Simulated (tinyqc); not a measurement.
## Weibull slope from two areas

Inverse problem. Oxide breakdown times follow a Weibull law, F = 1 - exp(-(t/t63)^beta). For defects spread at random t63 goes as A^(-1/beta). Find beta and the time at which the share Fp of the area-A2 devices has failed, t63(A2) (-ln(1 - Fp))^(1/beta).

Inputs (values chosen for the exercise): area of a test capacitor A1 = 7.9 um^2; gate area of the product A2 = 8.4e5 um^2; allowed share of failed products Fp = 1e-5.

t63 at the areas A1 and A2 (s): 1300  0.084152403

Solution. beta = ln(A2/A1)/ln(t63(A1)/t63(A2)).

beta = 1.20
time to Fp = 5.73e-6 s

Program tinyqc, `OMP_NUM_THREADS=1 python tinyqc.py 2070035 2070036 out.jsonl`; Intel Xeon 2.30GHz, shared host, one thread, about 0.01 s.
